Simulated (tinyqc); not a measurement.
Lattice vibrations of a chain, step by step. Computed by tinyqc, a small Python program that keeps every step. Command: `OMP_NUM_THREADS=1 python tinyqc.py 23079 23080 out.jsonl` (the two numbers bound the seeds that draw the settings). One thread of a shared host (Intel(R) Xeon(R) Processor @ 2.60GHz), about 0.01 s of CPU time with the checks.

## Dynamical matrix at q = 0.4

A chain moving along its axis:
```
atom                mass (u)  spring to the next atom (eV/angstrom^2)
1                  25.300000                                12.500000
2                   3.100000                                19.200000
second neighbours          -                                 0.900000
```

q is in units of 2 pi/a. A spring k from atom i to atom j, n cells on, adds k to Phi_ii and Phi_jj, -k exp(2 pi i q n) to Phi_ij and the conjugate to Phi_ji (for one atom a cell: 2k (1 - cos 2 pi q n)); D_ij = Phi_ij / sqrt(m_i m_j).

D(q) (eV/(angstrom^2 u)):
$$\begin{pmatrix}
1.381669 & 0.342491+1.274321i \\
0.342491-1.274321i & 11.276203
\end{pmatrix}$$

## Frequencies

omega^2 are the eigenvalues; wavenumber = 521.4708 sqrt(eigenvalue) 1/cm.

eigenvalues: [1.208717, 11.449156]

wavenumbers (1/cm): [573.3, 1764.5]

weights |e|^2 of the mass-weighted modes, order atom 1, atom 2:
$$\begin{pmatrix}
0.983111 & 0.016889 \\
0.016889 & 0.983111
\end{pmatrix}$$

## Dispersion and heat capacity

C/k_B per atom = mean over q = (j + 1/2)/80, j = 0..39 and all branches of y^2 e^y/(e^y - 1)^2, y = hc wavenumber / k_B T.

Wavenumbers (1/cm):
```
q           branch 1     branch 2
0.000000    0.000000  1766.760636
0.062500  116.904524  1766.711149
0.125000  229.472864  1766.549907
0.187500  333.493628  1766.250288
0.250000  425.005995  1765.801766
0.312500  500.430925  1765.242974
0.375000  556.715690  1764.676520
0.437500  591.496013  1764.247562
0.500000  603.262896  1764.086925
```

Heat capacity:
```
T (K)  C/k_B per atom
20           0.024348
50           0.061589
100          0.130245
200          0.276992
300          0.376289
600          0.593523
1200         0.838041
```

zero-point energy per atom = 66.602994 meV
